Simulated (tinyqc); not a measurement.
From results to parameters: diatomic chain. Computed by the program tinyqc.

Problem. A chain of two alternating masses has one spring constant k; at the zone edge omega^2 = 2k/M and 2k/m, and wavenumber = 521.4708 sqrt(omega^2) with omega^2 in eV/(angstrom^2 u). Find k, the heavier mass and the optical wavenumber at q = 0.

wavenumbers at the zone edge (cm^-1): 321.898479  572.728320
lighter mass = 32.000000 u

Solution. The upper value gives k = m omega^2/2, the ratio of the squares gives M/m, and at q = 0 omega^2 = 2k (1/m + 1/M), the sum of the two.

k = 19.300 eV/angstrom^2
heavier mass = 101.3000 u
optical wavenumber at q = 0 = 656.990 cm^-1
